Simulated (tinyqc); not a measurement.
# Polytypes and stacking faults of a tetrahedral semiconductor in an axial Ising model with couplings up to third neighbours, step by step

A worked calculation. Computed by tinyqc, a small Python program that keeps every step. Command: `OMP_NUM_THREADS=1 python tinyqc.py 3024855 3024856 out.jsonl polytype walk`. One thread of a shared host (Intel(R) Xeon(R) Processor @ 2.30GHz), about 0.01 s of CPU time with the checks. Intermediate numbers are printed to about 6 digits and carried at full precision; extremes and crossings named in words are read from the listed rows.

Each double layer has s = +1 or -1 for the sense of its stacking step; E per pair of atoms = E0 - sum_n J_n <s_i s_(i+n)>, n = 1, 2, 3. Hexagonality h = (1 - <s_i s_(i+1)>)/2.

Inputs (values chosen for the exercise, of the order of those of silicon for J, a, G and the gaps):

| quantity | value | unit |
|---|---|---|
| J1 | 11.2 | meV/pair |
| J2 | -0.785 | meV/pair |
| J3 | -0.3 | meV/pair |
| basal lattice constant a | 3.84 | angstrom |
| shear modulus G | 66.8 | GPa |
| Poisson ratio nu | 0.21 | - |
| gap of 3C | 1.17 | eV |
| gap of 4H | 1.1 | eV |
| binding energy of the fault level E_b | 0.055 | eV |
| in-plane mass m | 0.29 | m0 |
| effective density of states N_c at 300 K | 1.7e+19 | 1/cm^3 |
| electron density n | 1.7e+15 | 1/cm^3 |
| temperature T | 350 | K |

Host polytype: 3C.

Constants: 1 eV/angstrom^2 = 16.02176634 J/m^2; m_0 = 9.1093837015e-31 kg; hbar = 1.054571817e-34 J s; k_B = 1.380649e-23 J/K; k_B = 8.617333262e-05 eV/K.

## Energies of the polytypes

correlations of the repeat units 3C (+), 2H (+-), 4H (++--), 6H (+++---), 15R (+++--), 8H (++++----), 21R (++++---), 9R (++-):
```
        n = 1     n = 2     n = 3
3C    1.00000   1.00000   1.00000
2H   -1.00000   1.00000  -1.00000
4H    0.00000  -1.00000   0.00000
6H    0.33333  -0.33333  -1.00000
15R   0.20000  -0.60000  -0.60000
8H    0.50000   0.00000  -0.50000
21R   0.42857  -0.14286  -0.71429
9R   -0.33333  -0.33333   1.00000
```

E - E(3C) = sum_n J_n (1 - C_n), C_n = <s_i s_(i+n)>. The gap is taken linear in h between 3C (h = 0) and 4H (h = 1/2), a rough rule, with a dash beyond.

Polytypes:

| polytype | h | E - E(3C) (meV/pair) | gap by the linear rule (eV) |
|---|---|---|---|
| 3C | 0.00000 | 0.0000 | 1.17000 |
| 2H | 1.00000 | 21.8000 | - |
| 4H | 0.50000 | 9.3300 | 1.10000 |
| 6H | 0.33333 | 5.8200 | 1.12333 |
| 15R | 0.40000 | 7.2240 | 1.11400 |
| 8H | 0.25000 | 4.3650 | 1.13500 |
| 21R | 0.28571 | 4.9886 | 1.13000 |
| 9R | 0.66667 | 13.8867 | - |

E(2H) - E(3C) = 21.8 meV/pair

E(4H) - E(3C) = 9.33 meV/pair

E(6H) - E(3C) = 5.82 meV/pair

The lowest is 3C, 4.365 meV/pair below 8H. J1/|J2| = 14.27: for J3 = 0 and J2 < 0 the ground state is 2H below -2, 4H between -2 and 2, and 3C above 2; at 2 itself all periods with bands of two or more layers are degenerate.

## Back from three energies to J1, J2, J3

With d2, d4, d6 the energies of 2H, 4H, 6H over 3C: d2 = 2 J1 + 2 J3, d4 = J1 + 2 J2 + J3, d6 = (2/3) J1 + (4/3) J2 + 2 J3, so J2 = (d4 - d2/2)/2, J3 = (3/4)(d6 - (2/3) d4), J1 = d2/2 - J3.

J1 recovered = 11.2 meV/pair

J2 recovered = -0.785 meV/pair

J3 recovered = -0.3 meV/pair

## Stacking-fault energies

fault coefficients k_n:
```
               J1  J2  J3
intrinsic       4   4   4
extrinsic       4   8   8
twin boundary   2   4   6
```

Faults in 3C: the sequences intrinsic (-), extrinsic (--), twin boundary (+ turns to -) are put between perfect repeats; k_n = (layers x C_n of the host) - sum_i s_i s_(i+n). gamma = sum k_n J_n/A, A = (sqrt 3/2) a^2; 1 meV/angstrom^2 = 16.02177 mJ/m^2.

gamma (mJ/m^2): intrinsic 50.7625, extrinsic 45.3174, twin boundary 21.9059

energy of the glide fault, intrinsic = 50.7625 mJ/m^2

The cheapest is the twin boundary fault.

## Splitting of a basal screw dislocation

Screw line, bounded by the intrinsic fault of energy gamma: b = a, partials b_p = a/sqrt 3; d = G b_p^2 (2 - 3 nu)/(8 pi gamma (1 - nu)). One partial is driven off by the shear stress gamma/b_p along its Burgers vector.

splitting width d = 4.46301 nm

stress to open the fault = 228.967 MPa

## Electronic energy gained by the fault

The fault binds electrons in a two-dimensional band E_b below the conduction edge, g2 = m m0/(pi hbar^2) for one valley. With the Fermi level held by the bulk, eta = ln[n/N_c(T)], N_c(T) = N_c (T/300)^1.5, the grand potential falls by g2 (k_B T)^2 F1(x), x = eta + E_b/(k_B T), F1(x) = integral from 0 to infinity of ln(1 + exp(x - t)) dt; sheet density g2 k_B T ln(1 + e^x). Band bending by the trapped charge is left out, so the gain is an upper bound. Net fault energy = gamma of the intrinsic fault less the electronic gain.

x = -7.61800

sheet density = 1.79545e+09 1/cm^2

electronic gain = 8.67719e-05 mJ/m^2

net fault energy = 50.7624 mJ/m^2

The gain offsets 1.7e-4 % of the fault energy. Caution: rows with n above 0.3 N_c(T) are near degeneracy, where eta = ln(n/N_c) underestimates the Fermi level.

## Gain against electron density

The formulas are those given above.

At T:

| n (1/cm^3) | x | sheet density (1/cm^2) | gain (mJ/m^2) | gain/gamma | gain/gamma at T + 200 K |
|---|---|---|---|---|---|
| 1.00e+14 | -10.4512 | 1.05639e+08 | 5.10482e-06 | 1.00563e-07 | 6.49530e-08 |
| 1.00e+15 | -8.1486 | 1.05626e+09 | 5.10449e-05 | 1.00556e-06 | 6.49519e-07 |
| 1.00e+16 | -5.8460 | 1.05488e+10 | 5.10117e-04 | 1.00491e-05 | 6.49409e-06 |
| 1.00e+17 | -3.5435 | 1.04143e+11 | 5.06842e-03 | 9.98458e-05 | 6.48308e-05 |
| 1.00e+18 | -1.2409 | 9.27934e+11 | 4.77676e-02 | 9.41001e-04 | 6.37647e-04 |
| 5.00e+18 | 0.3686 | 3.26758e+12 | 1.96681e-01 | 3.87454e-03 | 2.98338e-03 |
| 2.00e+19 | 1.7549 | 6.99457e+12 | 5.32980e-01 | 1.04995e-02 | 9.92016e-03 |

For x well below 0 the gain is k_B T times the sheet density and linear in n; for x well above 0 the well fills and the gain grows only about as x^2. It stays below the fault energy in all rows; 200 K more changes it by a factor 0.65 at 1e16.

Checks made by the program: the recovered constants (relative difference below 1e-10).
